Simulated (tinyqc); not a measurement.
# Surface potential of a MOS transistor: implicit equation and explicit approximations: effects of single changes

p-type body, charge-sheet picture, depletion and inversion only, full ionisation (an idealisation for deep acceptors), Boltzmann statistics (rough once Na exp(x - xn) passes about Nc/7). In units of Vt: xg = (Vg - Vfb)/Vt, x = psi/Vt, G = gamma/sqrt(Vt), xn = (2 phiF + Vc)/Vt. The implicit equation is (xg - x)^2 = G^2 [x - 1 + exp(x - xn)] for x above about 3. Cox = eps0 eox/tox.

Inputs (values chosen for the exercise); band and dielectric values close to those of silicon:
- T = 350 K (temperature)
- Eg = 1.11 eV (band gap)
- eps_r = 11.7 (relative permittivity)
- Nc = 3.53e19 cm^-3 (conduction-band density of states at T)
- Nv = 3.36e19 cm^-3 (valence-band density of states at T)
- eox = 9.12 (relative permittivity of the gate insulator (close to aluminium oxide))
- tox = 14 nm (insulator thickness)
- Na = 1.2e16 cm^-3 (acceptor density)
- Vfb = -0.44 V (flat-band voltage)
- Vc = 0.2 V (channel-body voltage)
- Vg = 0.53 V (gate-body voltage)

Constants: q = 1.602176634e-19 C, kB = 1.380649e-23 J/K, Vt = kB T/q, eps0 = 8.8541878128e-14 F/cm where lengths are in cm. Results are converted to the units shown.

Each table varies one quantity; the others keep the values above.

## Accuracy of the approximations against gate voltage

ni = sqrt(Nc Nv) exp(-Eg/(2 Vt)), Eg in volts; phiF = Vt ln(Na/ni); gamma = sqrt(2 q eps0 eps_r Na)/Cox; VT = Vfb + Vt (xn + G sqrt(xn - 1)). Depletion value a = 1 + [sqrt(G^2/4 + xg - 1) - G/2]^2; inversion value b = xn + ln[(xg - xn)^2/G^2 - xn + 1] and first guess y = min(a, b) - ln(1 + exp(-|a - b|)) if a > xn + 1, else b = y = a; one second-order correction with D = exp(y - xn), p = 2 (xg - y) + G^2 (1 + D), w = (xg - y)^2 - G^2 (y - 1 + D): z = y + 2 w/(p + sqrt(p^2 - 2 (2 - G^2 D) w)), or the Newton step z = y + w/p where the root is not real. N_inv = (Cox Vt G/q) [sqrt(x - 1 + exp(x - xn)) - sqrt(x - 1)] at the root. Lambert form (Cox m Vt/q) W0[(G/(2 m sqrt(xn - 1))) exp((Vg - VT)/(m Vt))], m = 1 + G/(2 sqrt(xn - 1)). Errors under 1e-4 mV, and the linear form below VT, are printed as 0.

Accuracy of the approximations against gate voltage:
```
Vg (V)  psi (V)   x - xn  error of y (mV)  error of z (mV)  N_inv (cm^-2)  Cox (Vg - VT)/q (cm^-2)  Lambert form (cm^-2)
0.09     0.4584   -12.31                0                0        4.085e4                        0               2.678e4
0.29     0.6442   -6.149          4.20e-3                0        1.618e7                        0               1.385e7
0.49     0.8303  0.01801             1.75                0        6.698e9                  8.773e9               6.761e9
0.69     0.9518    4.049             31.0             9.61       2.632e11                 7.288e11              2.926e11
0.89     0.9988    5.605             27.0             8.41       8.048e11                 1.449e12              8.851e11
1.09      1.026    6.508             20.7            -4.56       1.421e12                 2.169e12              1.541e12
1.29      1.045    7.143             16.9            -1.68       2.069e12                 2.889e12              2.219e12
1.49      1.060    7.632             14.4           -0.887       2.733e12                 3.609e12              2.908e12
1.69      1.072    8.028             12.6           -0.541       3.407e12                 4.329e12              3.603e12
```

What does the comparison show?

psi rises from 0.458 to 1.07 V and ends 8.0 Vt above 2 phiF + Vc. Among the rows the first guess is off by at most 31 mV (at Vg = 0.69 V) and the corrected value by at most 9.6 mV. In the last row the linear form is 27 % above N_inv and the Lambert form 5.8 % above it; in the first row the Lambert form is 34 % below it. For Vg = 1.09, 1.29, 1.49, 1.69 the electron quasi-Fermi level lies less than 2 Vt below the band edge at the surface, or above it, where degeneracy and confinement, left out, matter.

## Effect of the channel-body voltage at fixed gate voltage

Same model as above.

Effect of the channel-body voltage at fixed gate voltage:
```
Vc (V)  psi (V)  x - xn  error of y (mV)  error of z (mV)  N_inv (cm^-2)  Cox (Vg - VT)/q (cm^-2)  Lambert form (cm^-2)
0        0.7658   4.512             33.0             11.4       3.973e11                 9.200e11              4.473e11
0.2      0.8645   1.153             1.44                0       2.004e10                 1.528e11              2.087e10
0.4      0.8697  -5.305          8.44e-3                0        3.221e7                        0               2.917e7
0.6      0.8697  -11.94                0                0        4.249e4                        0               3.380e4
0.8      0.8697  -18.57                0                0          56.03                        0                 39.10
```

As Vc goes from 0 to 0.8, psi rises from 0.766 to 0.870 V, x - xn falls from 4.51 to -18.6 and N_inv falls from 3.97e11 to 56.0 cm^-2. The Lambert form lies between 0.698 and 1.13 times N_inv. psi follows Vc only while the surface is inverted; once x falls below xn it settles at the depletion value.

Program tinyqc, `OMP_NUM_THREADS=1 python tinyqc.py 2122168 2122169 out.jsonl`; Intel Xeon 2.30GHz, shared host, one thread, about 0.01 s.
